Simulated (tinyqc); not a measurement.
p-type polysilicon, carrier trapping at grain boundaries: two steps of the calculation.

One-dimensional grains of size Lg, uniform ionised doping N, monovalent traps Qt at each boundary at a depth Et below (for electrons) or above (for holes) the band edge there, abrupt depletion of width W on each side of a boundary, Boltzmann statistics. xi is the distance from the band edge at the grain centre to the Fermi level. Trapped charge Qt/(1 + exp((xi + VB - Et)/Vt)) = 2 N W, barrier VB = q N W^2/(2 eps0 eps_r).

Parameters, values chosen for the exercise; values of the order met in polycrystalline silicon: temperature T = 400 K; relative permittivity eps_r = 11.7; valence-band density of states at T NB = 4.08e19 cm^-3; grain size Lg = 200 nm; trap density of a grain boundary Qt = 1e12 cm^-2; depth of the trap level from the majority band edge at the boundary Et = 0.36 eV; doping N = 3.9e17 cm^-3.

Constants: q = 1.602176634e-19 C, kB = 1.380649e-23 J/K, Vt = kB T/q, eps0 = 8.8541878128e-14 F/cm where lengths are in cm. Results are converted to the units shown.

Problem 1. New W. Partly depleted grain, xi = Vt ln(NB/N): f = 1/(1 + exp((xi + VB - Et)/Vt)), g = Qt f - 2 N W, g' = -2 Qt f (1 - f) VB/(W Vt) - 2 N, W(new) = W - g/g'.

W at the start = 13 nm

Give: VB; f; g; g'; W after iteration 1.

Solution 1.

VB = 0.05097 V
f = 0.9868
g = -2.719e10 cm^-2
g' = -8.096e10 cm^-2/nm
W after iteration 1 = 12.66 nm

Problem 2. Depletion width, Fermi level and barrier. If the trap equation with xi = Vt ln(NB/N) has a root W < Lg/2, the grain is partly depleted; otherwise W = Lg/2 and the trap equation gives xi = Et - VB + Vt ln(Qt/(N Lg) - 1). N* = Qt/Lg.

Give: N*; W; xi; VB; share of traps filled.

Solution 2.

N* = 5.0000e16 cm^-3
W = 12.664 nm
xi = 0.16029 V
VB = 0.048364 V
share of traps filled = 0.98776

N is 7.80 N*, and the grain is partly depleted; VB = 1.40 Vt.

Program tinyqc, `OMP_NUM_THREADS=1 python tinyqc.py 2830196 2830197 out.jsonl`; Intel Xeon 2.30GHz, shared host, one thread, about 0.01 s.
